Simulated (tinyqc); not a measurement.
Thermal resistances of a two-die stack.

Problem. Heat leaves through the lower die only, and the system is linear. Find the resistance R1 from the lower die to the coolant, R2 between the dies, and the rise of the upper die when both are powered.

Inputs (values chosen for the exercise): power of the lower die P1 = 17 W; power of the upper die P2 = 29 W.

rises of the lower and upper die with only the lower one powered (K): [7.65, 7.65]
rises of the lower and upper die with only the upper one powered (K): [13.05, 14.5]

Answer. With only the lower die powered no heat crosses R2, so both dies rise by P1 R1; the difference in the second test is P2 R2; rises add.

R1 = 0.450 K/W
R2 = 0.0500 K/W
rise of the upper die = 22.1 K

Computed by the program tinyqc: `OMP_NUM_THREADS=1 python tinyqc.py 2162071 2162072 out.jsonl`, one thread of a shared Intel Xeon 2.30GHz, about 0.02 s for the whole run.
